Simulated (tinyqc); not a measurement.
Voltage acceleration of oxide breakdown, four models on the same data: lifetime against voltage in four models.

Field E = V/tox in MV/cm. Models: ln(t63/1 s) = a - c X with X = E (E model), -1/E (1/E model), ln V (power law, c the exponent n) or sqrt(E).

a and c were fitted to stress data from 2.76 to 4.06 V. Project to Vu, multiply by exp[(Ea q/kB)(1/Tu - 1/Ts)] and by ks; ten years are 3.15576e8 s.

Parameters, values chosen for the exercise:
```
symbol,value,unit,meaning
tox,3.5,nm,oxide thickness
Ts,373,K,stress temperature
Tu,328,K,use temperature
Ea,0.94,eV,activation energy
ks,4.2e-5,,factor for area and percentile
```

Constants: q = 1.602176634e-19 C, kB = 1.380649e-23 J/K. Results are converted to the units shown.

```
model,c,a
E,3.93032,42.3726
1/E,358.738,-33.6621
power,37.8989,50.1042
sqrt E,24.4661,80.2135
```

Result of one run:
```
Vu (V),"log10 years, E","log10 years, 1/E","log10 years, power","log10 years, sqrt E"
3.08,-6.752,-7.048,-6.889,-6.817
```

What becomes of these results when the use voltage Vu is changed from 3.08 to 3.37 V, all else the same?

Result of the changed run:
```
Vu (V),"log10 years, E","log10 years, 1/E","log10 years, power","log10 years, sqrt E"
3.37,-8.166,-8.572,-8.370,-8.268
```

The whole series:
```
Vu (V),"log10 years, E","log10 years, 1/E","log10 years, power","log10 years, sqrt E"
1.36,1.636,15.34,6.566,3.758
1.65,0.2219,8.295,3.384,1.632
1.93,-1.144,3.501,0.8043,-0.2484
2.22,-2.558,-0.1899,-1.500,-2.057
2.51,-3.972,-3.028,-3.521,-3.752
2.8,-5.387,-5.278,-5.320,-5.351
3.08,-6.752,-7.048,-6.889,-6.817
3.37,-8.166,-8.572,-8.370,-8.268
```

The four agree within 0.41 decades in the last row, inside the stress range, and part by 13.7 decades in the first. The local exponent -d ln t/d ln V is c E for the E model, which shrinks as V falls, constant for the power law, and c/E for the 1/E model, which grows as V falls.

Range of the model: All four laws are empirical fits; none is established far below the stress range.

Computed by the program tinyqc: `OMP_NUM_THREADS=1 python tinyqc.py 2070155 2070156 out.jsonl`, one thread of a shared Intel Xeon 2.30GHz, about 0.01 s for the whole run.
